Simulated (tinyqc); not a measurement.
Worked calculation: strain, valley repopulation and piezoresistance in a many-valley conduction band. Computed by tinyqc, a small Python program that keeps every step. Command: `OMP_NUM_THREADS=1 python tinyqc.py 3016425 3016426 out.jsonl valleys walk`. One thread of a shared host (Intel(R) Xeon(R) Processor @ 2.30GHz), about 0.03 s of CPU time with the checks. Intermediate numbers are printed to about 6 digits and carried at full precision; extremes and crossings named in words are read from the listed rows.

Valleys are ellipsoids with mass m_l along the axis a and m_t across it, parabolic, with one constant relaxation time; strain shifts the valleys and leaves the masses alone. Currents are taken along [110], along the load, and along [001], across the load.

Inputs (values chosen for the exercise, modelled on silicon):
```
quantity                               value    unit
longitudinal mass m_l                  0.903     m_0
transverse mass m_t                    0.185     m_0
shear deformation potential Xi_u        8.96      eV
dilation deformation potential Xi_d      1.1      eV
C11                                      165     GPa
C12                                     64.3     GPa
C44                                     79.2     GPa
stress X (tension positive)              170     MPa
electron density n                   2.6e+19  1/cm^3
relaxation time tau                      230      fs
temperature T                            400       K
```

Valley axes: <100> (6 valleys in 3 pairs). Load: uniaxial [110].

Constants: k_B = 8.617333262e-05 eV/K; m_0 = 9.1093837015e-31 kg; k_B = 1.380649e-23 J/K; hbar = 1.054571817e-34 J s; e = 1.602176634e-19 C.

## Strain

Compliances S11 = (C11 + C12)/((C11 - C12)(C11 + 2 C12)), S12 = -C12/((C11 - C12)(C11 + 2 C12)), S44 = 1/C44; stress sigma_ij = X n_i n_j for the unit vector n of the load; e_xx = S11 sigma_xx + S12 (sigma_yy + sigma_zz), e_xy = S44 sigma_xy/2 (tensor strain).

strain tensor (%):
```
           x          y           z
x  0.0474370  0.0536616   0.0000000
y  0.0536616  0.0474370   0.0000000
z  0.0000000  0.0000000  -0.0369721
```

## Valley shifts

Herring-Vogt shift of a valley with unit axis a: dE = Xi_d tr(e) + Xi_u a.e.a.

shifts dE (meV): x 4.88728, y 4.88728, z -2.67578

splitting (highest minus lowest) = 7.56306 meV

Lowest: z; the splitting is 0.219 k_B T.

## Populations

Each of the 6 valleys holds n_v = N_v (2/sqrt(pi)) F_1/2((E_F - dE_v)/(k_B T)), N_v = 2 (m_d k_B T/(2 pi hbar^2))^(3/2), m_d = (m_l m_t^2)^(1/3); E_F solves sum n_v = n and is counted from the unstrained edge. F_j(eta) = int_0^infinity x^j/(1 + exp(x - eta)) dx, without a gamma-function factor. It is evaluated after integrating by parts. Integrals over x = E/(k_B T) use 160 Gauss-Legendre points in u = sqrt(x) from 0 to sqrt(max(eta, 0) + 32).

Fermi level E_F = -5.54243 meV

share of the electrons (per pair): x 0.312922, y 0.312922, z 0.374156

## Mobility tensor and resistance change

Mobility tensor mu = e tau sum_v (n_v/n) [1/m_t + (1/m_l - 1/m_t) a a^T]; unstrained mu_0 = e tau (1/m_l + 2/m_t)/3; resistivity along d from the inverse tensor, rho_d = d.mu^-1.d/(n e), mobility along d = 1/(d.mu^-1.d); gauge pi_d = (rho_d/rho_0 - 1)/X.

mobility tensor (cm^2/(V s)):
```
         x        y        z
x  1642.58     0.00     0.00
y     0.00  1642.58     0.00
z     0.00     0.00  1536.11
```

unstrained mobility mu_0 = 1607.09 cm^2/(V s)

mobility along the first direction = 1642.58 cm^2/(V s)

mobility along the second direction = 1536.11 cm^2/(V s)

resistance change along the first direction = -2.16051 %

resistance change along the second direction = 4.62051 %

The mobility lies between e tau/m_l = 448 and e tau/m_t = 2190; the trace stays at 3 mu_0. Along the first direction the filled valleys present more of their light mass.

## Linear piezoresistance coefficients

With eta_0 the reduced Fermi level without strain, r = F_-1/2(eta_0)/(2 F_1/2(eta_0)) (1 for a classical gas) and c = r (Xi_u/k_B T) (m_l - m_t)/(2 m_l + m_t): pi11 = -(2/3) c (S11 - S12), pi12 = -pi11/2, pi44 = 0, with S11 - S12 = 1/(C11 - C12).

eta_0 = -0.225811

degeneracy factor r = 0.818563

pi11 = -50.7995 1e-11/Pa

pi12 = 25.3998 1e-11/Pa

pi44 = 0 1e-11/Pa

Degeneracy lowers the coefficients to 82 % of the classical value.

## Full result against the linear law

Linear theory: pi_l = (pi11 + pi12 + pi44)/2, pi_t = pi12 along [001].

Resistance changes (%); at 2000 MPa the strain is near or above 1 %, where band warping, left out here, matters:
```
X (MPa)  splitting (meV)  largest share  first direction    linear  second direction    linear
-2000            88.9772       0.476032          18.2565   25.3998           -23.592  -50.7995
-1000            44.4886       0.428658          11.4988   12.6999           -17.099  -25.3998
-400             17.7954       0.377168           4.9784    5.0800            -8.663  -10.1599
-150              6.6733       0.350537           1.8965    1.9050            -3.589   -3.8100
-50               2.2244       0.339159           0.6343    0.6350            -1.245   -1.2700
50                2.2244       0.345155          -0.6354   -0.6350             1.296    1.2700
150               6.6733       0.369265          -1.9066   -1.9050             4.045    3.8100
400              17.7954       0.431710          -5.0526   -5.0800            11.911   10.1599
1000             44.4886       0.585776         -12.0148  -12.6999            37.572   25.3998
2000             88.9772       0.805359         -20.3400  -25.3998           104.361   50.7995
```

Along the first direction the linear law holds within 10 % for 8 of the 10 stresses, at -1000, -400, -150, -50.0, 50.0, 150, 400, 1000 MPa. At the largest compression the full change is +18.3 % against the linear +25.4 %, at the largest tension -20.3 % against -25.4 %: once the splitting is comparable with k_B T (or E_F) the populations no longer follow it linearly, and the change must saturate when the upper valleys are empty.

Checks made by the program: trace of the tensor against 3 mu_0 (relative difference below 1e-10); linear coefficients against the full calculation at 0.01 MPa (relative difference 1e-06).
